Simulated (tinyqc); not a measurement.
What moves the results: type-II superlattice in the two-band Kane model. A value that a table varies takes the place of the one given here.

Motion along the axis, period d = a + b, c = hbar^2/2m0. Conduction and light-hole bands couple: (E - Ec)(E - Ev) = Ep c k^2 in each layer, with mass m(E) = (E - Ev)/Ep, which may be negative. The conduction envelope psi and psi'/m(E) are continuous; a layer carries them by [[cos kt, (m/k) sin kt], [-(k/m) sin kt, cos kt]] (cosh and sinh for k^2 < 0), and cos(q d) = tr(M_B M_A)/2. C1 is the first miniband above EvB, with its bottom at tr/2 = +1 and its top at -1; the gap is the bottom of C1 less the top heavy-hole level HH1.

Heavy holes are uncoupled: with e = EvB - E, p = sqrt(mhB e/c), w = sqrt(mhA (EvB - EvA - e)/c), the top level HH1 at q = 0 solves (p/mhB) tan(p b/2) = (w/mhA) tanh(w a/2).

Constants: hbar^2/2m0 = 3.80998211 eV angstrom^2; hc = 1239.841984 eV nm.

Parameters, chosen for this exercise (near those of an InAs/GaSb superlattice; the results hold for these values, not for the real material):
- b = 30 angstrom (layer B)
- EcA = 0 eV (conduction edge of A)
- EvA = -0.421 eV (valence edge of A)
- EcB = 0.992 eV (conduction edge of B)
- EvB = 0.173 eV (valence edge of B)
- EpA = 14.5 eV (coupling energy in A)
- EpB = 18.1 eV (coupling energy in B)
- mhA = 0.34 m0 (heavy hole in A)
- mhB = 0.25 m0 (heavy hole in B)
- As = (20, 28, 39, 46, 57, 62, 74) angstrom (widths of layer A)
- a = 24 angstrom (layer A)

## Width of layer A

Bottom of C1 (tr/2 = +1, above EvB), HH1, the gap and hc/gap; widths at which C1 no longer starts above EvB are left out.

Results:
```
a (angstrom)  C1 (eV)  HH1 (eV)  gap (meV)  cut-off (micrometre)
20             0.4790    0.0886      390.4                  3.18
28             0.3700    0.0876      282.4                  4.39
39             0.2713    0.0874      183.9                  6.74
46             0.2277    0.0874      140.3                  8.84
57             0.1775    0.0874       90.1                 13.76
```

From a = 20 to 57 angstrom C1 falls by 302 meV while HH1 moves by -1.2 meV, so layer A tunes the gap, from 390 to 90 meV. The cut-off shifts by 0.152 micrometre per angstrom at the thin end and 0.447 at the thick end: long wavelengths need tight control of the thickness.

## One band or two

Bottom of C1. One band: (k/mA) tan(k a/2) = (kappa/mB) tanh(kappa b/2) with the edge masses (Ec - Ev)/Ep and barrier EcB - EcA. Second row: mA replaced by m(E). The last column is measured against two bands.

Results:
```
model                  C1 (eV)  gap (meV)  error (meV)
one band, edge masses   0.4147      326.8         -4.7
m(E) in A only          0.3745      286.6        -44.9
two bands               0.4194      331.5          0.0
```

mA = 0.0290 m0
mB = 0.0452 m0

With edge masses C1 errs by -5 meV, 1 % of the gap. The heavier m(E) in A changes it by -40 meV; the treatment of B changes it by +45 meV, since C1 lies 246 meV above the valence edge of B, where its mass is 0.0136 instead of 0.0452.

## What each parameter does

Bottom and width of C1, HH1 and the gap. Each row changes one parameter from the base and keeps the others.

Results:
```
case             C1 (eV)  width (meV)  HH1 (eV)  gap (meV)
base              0.4194        137.6    0.0879      331.5
a = 21 angstrom   0.4630        154.0    0.0883      374.7
b = 33 angstrom   0.4303        118.2    0.0988      331.6
EvB = 0.153 eV    0.4178        133.6    0.0688      349.0
EcB = 1.042 eV    0.4312        127.9    0.0879      343.3
EvA = -0.451 eV   0.4164        135.7    0.0866      329.8
EpA = 15.7 eV     0.4258        143.4    0.0879      337.9
mhB = 0.29 m0     0.4194        137.6    0.0938      325.6
```

The largest shifts from the base row, up to three for each result and ties (the steps differ in size, so this ranks the rows, not the parameters). C1 (eV): a +0.0436, EcB +0.0118, b +0.0109; unchanged at the printed digits by mhB. width (meV): b -19.4, a +16.4, EcB -9.7; unchanged at the printed digits by mhB. HH1 (eV): EvB -0.0191, b +0.0109, mhB +0.0059; unchanged at the printed digits by EcB and EpA. gap (meV): a +43.2, EvB +17.5, EcB +11.8.

Computed by tinyqc, a small Python program: `OMP_NUM_THREADS=1 python tinyqc.py 1252431 1252432 out.jsonl` (the numbers bound the seed that draws the inputs); one thread of a shared host (Intel(R) Xeon(R) Processor @ 2.30GHz), about 0.1 s for the whole set of steps.
